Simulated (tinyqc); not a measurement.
Along the crystal: crystal pulling from the melt: segregation, interface stability, heat balance and point-defect regime. Computed by tinyqc, a small Python program. Command: `OMP_NUM_THREADS=1 python tinyqc.py 3026090 3026091 out.jsonl pull walk`. One thread of a shared host (Intel(R) Xeon(R) Processor @ 2.30GHz), about 0.01 s of CPU time with the checks.

A dilute solute; steady pulling with a flat interface unless it is found unstable.

Inputs (values chosen for the exercise, for a model semiconductor):

| quantity | value | unit |
|---|---|---|
| equilibrium coefficient k0 | 0.018 | - |
| initial melt concentration C0 | 3.1e+18 | 1/cm^3 |
| diffusivity in the melt D | 0.00023 | cm^2/s |
| kinematic viscosity nu | 0.0028 | cm^2/s |
| crystal rotation | 15 | rpm |
| pull rate V | 1.6 | mm/min |
| gradient in the melt G_L | 3.4 | K/cm |
| solid conductivity k_S | 23.6 | W/(m K) |
| melt conductivity k_L | 57.7 | W/(m K) |
| latent heat per volume L | 4160 | J/cm^3 |
| melting point T_m | 1685 | K |
| interface energy gamma | 0.41 | J/m^2 |
| frozen fraction g | 0.79 | - |
| critical ratio xi_c | 0.13 | mm^2/(min K) |

Loss from the melt surface: none.

Constants: k_B = 1.380649e-23 J/K.

Method:
- delta = 1.61 D^(1/3) nu^(1/6) omega^(-1/2), omega = 2 pi rpm/60; k_eff = k0/[k0 + (1 - k0) exp(-V delta/D)] (Burton, Prim and Slichter); the melt at the interface is enriched by k_eff/k0.
- Axial profile: C_s = k_eff C0 (1 - g)^(k_eff - 1); bulk melt C_L = C_s/k_eff. Usable fraction: the g at which C_s has changed by 30 % from its first value (0.99 at most).
- k_S G_S = k_L G_L + L V; the largest rate for this G_S, with G_L = 0, is k_S G_S/L. Voronkov: the crystal grows vacancy-rich if V/G_S > xi_c and interstitial-rich if below; at fixed G_L the neutral rate solves V = xi_c G_S(V).
- Liquidus slope per concentration (van 't Hoff): |m| = k_B T_m^2 (1 - k0)/L. Solute gradient at the interface: G_C = (V/D) C_s (1 - k0)/k0. Constitutional supercooling sets in when |m| G_C > G_L. Critical C_s from the equality.
- Mullins-Sekerka for a thick solute layer: a ripple of wave number w grows if S(w) = -Gam w^2 - G* + |m| G_C (w* - V/D)/(w* - (1 - k0) V/D) > 0, Gam = gamma T_m/L, G* = (k_S G_S + k_L G_L)/(k_S + k_L), w* = V/(2D) + sqrt((V/(2D))^2 + w^2).
- The critical C_s is that at which the maximum of S over w is zero.

k_eff = 0.0251695

critical C_s = 5.80895e+17 1/cm^3

critical C_s, Mullins-Sekerka = 3.17766e+18 1/cm^3

Axial profile:

| g | C_s (1/cm^3) | C_s/C_s(0) | the same for k0, no loss | C_s over constitutional limit | C_s over Mullins-Sekerka limit |
|---|---|---|---|---|---|
| 0.00 | 7.8026e+16 | 1.000 | 1.000 | 0.1343 | 0.02455 |
| 0.20 | 9.6986e+16 | 1.243 | 1.245 | 0.1670 | 0.03052 |
| 0.40 | 1.2838e+17 | 1.645 | 1.651 | 0.2210 | 0.04040 |
| 0.60 | 1.9062e+17 | 2.443 | 2.459 | 0.3281 | 0.05999 |
| 0.75 | 3.0140e+17 | 3.863 | 3.901 | 0.5189 | 0.09485 |
| 0.85 | 4.9592e+17 | 6.356 | 6.443 | 0.8537 | 0.15606 |
| 0.92 | 9.1525e+17 | 11.730 | 11.944 | 1.5756 | 0.28803 |
| 0.97 | 2.3811e+18 | 30.517 | 31.294 | 4.0991 | 0.74934 |

C_s changes by a factor 30.5 up to g = 0.97, against 31.3 for k0 without loss. The constitutional limit is passed from g = 0.92 on, the full limit nowhere. Caution: the onset wavelength exceeds the stirred boundary layer, so flow cuts off the solute field assumed in this theory.

Extremes, crossings and ranges named in words are read from the listed rows.
